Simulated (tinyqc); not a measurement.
Inside a calculation. Model: threshold-voltage variability of a planar MOSFET, analytic estimates.

tinyqc, about 0.01 s, one thread, Intel Xeon 2.30GHz (shared host): `OMP_NUM_THREADS=1 python tinyqc.py 2090078 2090079 out.jsonl` Printed values are rounded.

Three independent sources add in quadrature: random dopants in the depleted layer, metal-gate grains of two orientations, and roughness of the two gate edges acting through the roll-off VT = VT(long) - Vr exp(-L/l). These are first-order estimates: no three-dimensional electrostatics, no percolation.

Inputs (values chosen for the exercise); material values close to those of silicon: temperature T = 350 K; band gap Eg = 1.12 eV; relative permittivity of the semiconductor eps_r = 11.9; conduction-band density of states at T Nc = 3.58e19 cm^-3; valence-band density of states at T Nv = 3.33e19 cm^-3; channel doping Na = 2.2e18 cm^-3; oxide-equivalent thickness in inversion ti = 1.9 nm; gate length L = 20 nm; gate width W = 59 nm; metal grain size G = 7 nm; work-function difference of the two grain orientations dW = 0.2 eV; share of the orientation of higher work function p = 0.4; rms roughness of one gate edge De = 1.4 nm; correlation length of the roughness La = 30 nm; decay length of the threshold roll-off l = 3.4 nm; prefactor of the roll-off Vr = 1.6 V; subthreshold factor n = 1.13; gm/I of a matched pair gI = 5 1/V; spread of the gain factor of one device sb = 2.1 %; number of cells Nb = 65536; wanted yield Y = 0.81.

Constants: q = 1.602176634e-19 C, kB = 1.380649e-23 J/K, Vt = kB T/q, eps0 = 8.8541878128e-14 F/cm where lengths are in cm. Results are converted to the units shown.

Range of the model: The depletion depth exceeds L, so source and drain share much of the charge and the dopant estimate is rough.

## Random dopants

ni = sqrt(Nc Nv) exp(-Eg/(2 Vt)), Eg in volts; Cox = 3.9 eps0/ti; Wd = sqrt(4 eps0 eps_r Vt ln(Na/ni)/(q Na)); dopants: s1 = (q/Cox) sqrt(Na Wd/(3 L W)). The slope A1 = s1 sqrt(L W); mean number of dopants Na L W Wd.

Cox = 1.81744 uF/cm^2
Wd = 23.8810 nm
mean number of dopants = 61.9950
A1 = 1.16661 mV um
s1 = 33.9615 mV

Counting alone, 1/sqrt(N) of the depletion voltage q Na Wd/Cox = 463 mV, would give sqrt(3) times more: dopants deep in the layer act less on the surface.

## Metal grains and edge roughness

Grains: Ng = L W/G^2 (at least 1), s2 = dW sqrt(p (1 - p)/Ng). Edges, with exponential correlation and u = W/La: the mean gate length has sL^2 = 2 De^2 (2/u)[1 - (1 - exp(-u))/u]; s3 = sL (Vr/l) exp(-L/l).

Ng = 24.0816
s2 = 19.9661 mV
sL = 1.49768 nm
dVT/dL = 1.31210 mV/nm
s3 = 1.96512 mV

## Total spread, mismatch and leakage

s = sqrt(s1^2 + s2^2 + s3^2). For a pair: s(dVT) = sqrt(2) s; current mismatch sqrt(2) sqrt((gI s)^2 + sb^2); input offset = current mismatch/gI. For a Gaussian VT the off current is log-normal with mean/median = exp(s^2/(2 (n Vt)^2)).

s = 39.4447 mV
s(dVT) = 55.7833 mV
current mismatch = 28.0493 %
input offset = 56.0986 mV
mean/median of Ioff = 1.95374

The dopants give 74.1 % of the variance; without them s would be 20.1 mV. A current mismatch this large is beyond the linear estimate.

## Iteration 1: margin in standard deviations for the wanted yield

k at the start = 3

Cells fail independently with probability Q(k) = erfc(k/sqrt(2))/2 when the margin is k standard deviations, and Y = exp(-Nb Q(k)). phi = exp(-k^2/2)/sqrt(2 pi). Newton steps on ln Q(k) = ln(-ln(Y)/Nb): k(new) = k + [ln Q - ln(-ln(Y)/Nb)] Q/phi.

Q(k) = 0.00134990
phi = 0.00443185
k after iteration 1 = 4.83968

## Iteration 2: margin in standard deviations for the wanted yield

As before.

Q(k) = 6.50244e-7
phi = 3.27175e-6
k after iteration 2 = 4.52202

## Course of the iteration: margin in standard deviations for the wanted yield

Stop when k changes by less than 1e-9, or after 30 iterations.

Course of the iteration:
```
iteration        k  |change|
1          4.83968      1.84
2          4.52202     0.318
3          4.51172    0.0103
4          4.51171   1.08e-5
5          4.51171  1.19e-11
```

Converged in 5 iterations. At the end the number of correct digits about doubles with each step. With s(dVT) = 55.8 mV, 4.51 standard deviations are 252 mV.
